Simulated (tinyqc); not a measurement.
Tension along [110]: repopulation and mass change: two-band k.p model of the Delta valleys near the X point under shear strain.

Valley pair on the [001] axis, kz counted from the X point, c = hbar^2/2m0, k0 = kx0 2 pi/a. H = (c kz^2/ml + c (kx^2 + ky^2)/mt + c k0^2/ml) 1 + (2 c k0 kz/ml) sigma_z + (D exy - 2 c kx ky/Mp) sigma_x, so E = c kz^2/ml + c (kx^2 + ky^2)/mt + c k0^2/ml -/+ sqrt((2 c k0 kz/ml)^2 + (D exy - 2 c kx ky/Mp)^2). Without strain the lower band has its minima, E = 0, at kz = +/- k0. Shifts from diagonal strain are left out.

For |eta| < 1: k_min = k0 sqrt(1 - eta^2), E_min = -Delta eta^2/2, ml(eta) = ml/(1 - eta^2), 1/m[110] = 1/mt + eta/Mp, 1/m[1-10] = 1/mt - eta/Mp. For |eta| > 1 the minimum sits at X: E_min = -Delta (2 |eta| - 1)/2, ml(eta) = ml/(1 - 1/|eta|), and eta is replaced by its sign in the transverse masses. Here Delta = 2 c k0^2/ml and eta = D exy/Delta.

s11 = (C11 + C12)/((C11 - C12)(C11 + 2 C12)), s12 = -C12/((C11 - C12)(C11 + 2 C12)), s44 = 1/C44; exx = s11 sxx + s12 (syy + szz) and cyclic, exy = s44 sxy/2; tension is positive. A uniaxial stress X along the unit vector n is s_ij = X n_i n_j.

Constants: hbar^2/2m0 = 3.80998211 eV angstrom^2; kB = 8.617333262e-05 eV/K.

Inputs chosen for the exercise (near those of Si; the results hold for these values, not for the real material): a = 5.423 angstrom (lattice constant); ml = 0.923 m0 (longitudinal mass); mt = 0.194 m0 (transverse mass); kx0 = 0.152 2 pi/a (distance of the minimum from X); D = 12.8 eV (shear deformation potential); Mp = 0.237 m0 (coupling mass); C11 = 169.1 GPa; C12 = 65 GPa; C44 = 78.6 GPa; Xu = 9.34 eV (uniaxial potential); T = 400 K (temperature).

The z valleys move against the x and y valleys by Xu (ezz - exx) and, through the shear, by E_min. Share of the z valleys n = w/(w + 2 exp(dE/kT)), dE the total relative shift, w = sqrt(ml(eta) m[110] m[1-10]/(ml mt^2)). Along [110]: 1/m_c = n/m[110] + (1 - n)(1/ml + 1/mt)/2. Fixed masses means E_min = 0, w = 1, m[110] = mt. Gains are against 3/(1/ml + 2/mt) at a fixed scattering time.

Results:
```
X (GPa)  Xu (ezz - exx) (meV)  E_min (meV)  m[110]  m_c fixed masses  m_c with shear  gain fixed (%)  gain with shear (%)
0.00                      0.0          0.0  0.1940            0.2633          0.2633             0.0                  0.0
0.25                    -11.2         -0.2  0.1879            0.2531          0.2485             4.1                  6.0
0.50                    -22.4         -0.8  0.1821            0.2430          0.2327             8.4                 13.1
1.00                    -44.9         -3.2  0.1717            0.2254          0.2024            16.8                 30.1
1.50                    -67.3         -7.3  0.1623            0.2126          0.1781            23.9                 47.8
2.00                    -89.7        -12.9  0.1539            0.2044          0.1611            28.8                 63.5
3.00                   -134.6        -29.1  0.1395            0.1970          0.1406            33.7                 87.3
```

What can be read from this table?

At 1 GPa repopulation alone gives 16.8 % and the shear terms raise it to 30.1 %. From 2 to 3 GPa the fixed-mass gain grows by 4.8 points, towards its ceiling of 35.7 % when all electrons sit in the z valleys, whereas the gain with shear grows by 23.8 points because m[110] keeps falling.

Computed by tinyqc, a small Python program: `OMP_NUM_THREADS=1 python tinyqc.py 1081199 1081200 out.jsonl` (the numbers bound the seed that draws the inputs); one thread of a shared host (Intel(R) Xeon(R) Processor @ 2.30GHz), about 0.01 s for the whole set of steps.
